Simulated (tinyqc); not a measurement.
Oxidation of curved silicon (wires and holes): cylindrical Deal-Grove kinetics with stress-retarded reaction: one step, computed by the program tinyqc. Command: `OMP_NUM_THREADS=1 python tinyqc.py 3009047 3009048 out.jsonl wireox walk`. One thread of a shared host (Intel(R) Xeon(R) Processor @ 2.30GHz), about 0.01 s of CPU time with the checks.

Silicon fills r < a and oxide a < r < b. One volume of silicon gives 2.25 volumes of oxide, and the length is fixed.

Task: Rate at the start. Geometry: b^2 = b0^2 + 1.25 (a0^2 - a^2), b0 = a0 + x_i. Rate of oxide made per interface area: q = 1/[1/k + 2 a |ln(b/a)|/B], and |da/dt| = q/2.25. Reaction k = (B/A) exp(-sigma V_k/(k_B T)). New oxide pushes the old with radial speed u = 1.25 |da/dt| at r = a; the shear stress at radius r is s_c asinh(z a^2/r^2), z = 2 eta u/(a s_c) (Eyring flow), and the compressive normal stress at the interface is sigma = |int_a^b 2 s/r dr| = s_c |F(z) - F(z a^2/b^2)|, F(y) = int_0^y asinh(w)/w dw. q and sigma are solved together. 1 MPa angstrom^3 = 6.241509e-6 eV.

Inputs (values chosen for the exercise, close to those used for silicon in dry oxygen): starting silicon radius a0 = 32 nm; starting oxide x_i = 3 nm; critical shear stress s_c = 43 MPa; activation volume V_k = 12 angstrom^3; temperature T = 950 C.

Shape: wire (convex).

B = 7916.130 nm^2/h

B/A = 30.68223 nm/h

low-stress viscosity eta = 2.961335e+14 Pa s

k_B T = 0.1054029 eV

Give: oxide radius b0; rate q without stress; normal stress sigma; factor on the reaction; rate q with stress.

Result:

oxide radius b0 = 35 nm

rate q without stress = 30.02 nm/h

normal stress sigma = 62.87 MPa

factor on the reaction = 0.9563

rate q with stress = 28.73 nm/h
